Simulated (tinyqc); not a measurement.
Worked calculation: G0W0 on RHF in the 6-31g basis, for H3+, spin multiplicity 1. One step of it, computed by the program tinyqc.

Problem. Iteration 5 (converged): orbitals. Diagonalise F' = X^T F X, C = X C', fill 1 alpha and 1 beta electrons from the bottom; D = 2 C_occ C_occ^T. Each column has its largest component positive (the first on a tie).

converged F (hartree), order 1H 1s, 1H 2s, 2H 1s, 2H 2s, 3H 1s, 3H 2s:
$$\begin{pmatrix}
-0.285955 & -0.644123 & -0.338604 & -0.470408 & -0.338637 & -0.470428 \\
-0.644123 & -0.663089 & -0.470408 & -0.595028 & -0.470433 & -0.595045 \\
-0.338604 & -0.470408 & -0.285955 & -0.644123 & -0.338637 & -0.470428 \\
-0.470408 & -0.595028 & -0.644123 & -0.663089 & -0.470433 & -0.595045 \\
-0.338637 & -0.470433 & -0.338637 & -0.470433 & -0.285966 & -0.644137 \\
-0.470428 & -0.595045 & -0.470428 & -0.595045 & -0.644137 & -0.663103
\end{pmatrix}$$

X, order 1H 1s, 1H 2s, 2H 1s, 2H 2s, 3H 1s, 3H 2s:
$$\begin{pmatrix}
1.258794 & -0.515186 & 0.017986 & 0.008852 & 0.017978 & 0.008848 \\
-0.515186 & 1.653119 & 0.008852 & -0.376150 & 0.008852 & -0.376195 \\
0.017986 & 0.008852 & 1.258794 & -0.515186 & 0.017978 & 0.008848 \\
0.008852 & -0.376150 & -0.515186 & 1.653119 & 0.008852 & -0.376195 \\
0.017978 & 0.008852 & 0.017978 & 0.008852 & 1.258794 & -0.515189 \\
0.008848 & -0.376195 & 0.008848 & -0.376195 & -0.515189 & 1.653156
\end{pmatrix}$$

Give: F' = X^T F X; orbital energies; coefficients C; D after iteration 5.

Solution.

F' = X^T F X (hartree):
$$\begin{pmatrix}
0.1817 & -0.5613 & -0.1066 & -0.1143 & -0.1066 & -0.1143 \\
-0.5613 & -0.0381 & -0.1143 & -0.1417 & -0.1143 & -0.1417 \\
-0.1066 & -0.1143 & 0.1817 & -0.5613 & -0.1066 & -0.1143 \\
-0.1143 & -0.1417 & -0.5613 & -0.0381 & -0.1143 & -0.1417 \\
-0.1066 & -0.1143 & -0.1066 & -0.1143 & 0.1817 & -0.5613 \\
-0.1143 & -0.1417 & -0.1143 & -0.1417 & -0.5613 & -0.0381
\end{pmatrix}$$

orbital energies (hartree): MO1 -0.9796, MO2 -0.2604, MO3 -0.2604, MO4 0.6266, MO5 0.6524, MO6 0.6524

coefficients C, order 1H 1s, 1H 2s, 2H 1s, 2H 2s, 3H 1s, 3H 2s:
$$\begin{pmatrix}
0.2578 & 0.2668 & -0.1540 & 0.7581 & -0.9143 & 0.5280 \\
0.2157 & 0.8785 & -0.5072 & -0.5535 & 1.1935 & -0.6892 \\
0.2578 & -0.2668 & -0.1540 & 0.7581 & 0.9143 & 0.5280 \\
0.2157 & -0.8785 & -0.5072 & -0.5535 & -1.1935 & -0.6892 \\
0.2578 & 0.0000 & 0.3081 & 0.7583 & 0.0000 & -1.0556 \\
0.2157 & 0.0000 & 1.0145 & -0.5538 & 0.0000 & 1.3781
\end{pmatrix}$$

D after iteration 5, order 1H 1s, 1H 2s, 2H 1s, 2H 2s, 3H 1s, 3H 2s:
$$\begin{pmatrix}
0.1329 & 0.1112 & 0.1329 & 0.1112 & 0.1329 & 0.1112 \\
0.1112 & 0.0931 & 0.1112 & 0.0931 & 0.1112 & 0.0931 \\
0.1329 & 0.1112 & 0.1329 & 0.1112 & 0.1329 & 0.1112 \\
0.1112 & 0.0931 & 0.1112 & 0.0931 & 0.1112 & 0.0931 \\
0.1329 & 0.1112 & 0.1329 & 0.1112 & 0.1330 & 0.1112 \\
0.1112 & 0.0931 & 0.1112 & 0.0931 & 0.1112 & 0.0931
\end{pmatrix}$$
